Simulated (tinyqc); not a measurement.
Gupta-type many-body potential for a metal: one step, computed by the program tinyqc. Command: `OMP_NUM_THREADS=1 python tinyqc.py 3019813 3019814 out.jsonl gupta walk`. One thread of a shared host (Intel(R) Xeon(R) Processor @ 2.30GHz), about 0.01 s of CPU time with the checks.

E_i = sum_j A exp(-p (r_ij/r0 - 1)) - xi rho_i^gamma, with rho_i = sum_j exp(-2 q (r_ij/r0 - 1)); gamma = 1/2 is the tight-binding second-moment form. The crystal is fcc unless stated; d is the neighbour distance and a fixed number of shells is kept.

Problem. Shell terms at equilibrium. fcc shells: d sqrt(k), k = 1..5, with 12, 6, 24, 12, 24 atoms; Omega = d^3/sqrt2. Repulsion and density of one neighbour in each shell, and their sums.

Inputs (values chosen for the exercise, modelled on nickel):

| quantity | value | unit |
|---|---|---|
| repulsion A | 0.0367 | eV |
| decay p | 17.3 | - |
| decay q | 1.17 | - |
| reference distance r0 | 2.491 | angstrom |
| shells kept | 3 | - |

neighbour distance d = 2.520097 angstrom

Give: Shells; repulsive energy; density rho.

Solution.

Shells:

| shell | count | r (angstrom) | repulsion (eV) | density |
|---|---|---|---|---|
| 1 | 12 | 2.520 | 2.999e-02 | 0.9730 |
| 2 | 6 | 3.564 | 2.130e-05 | 0.3650 |
| 3 | 24 | 4.365 | 8.176e-08 | 0.1720 |

repulsive energy = 0.3600 eV

density rho = 17.99
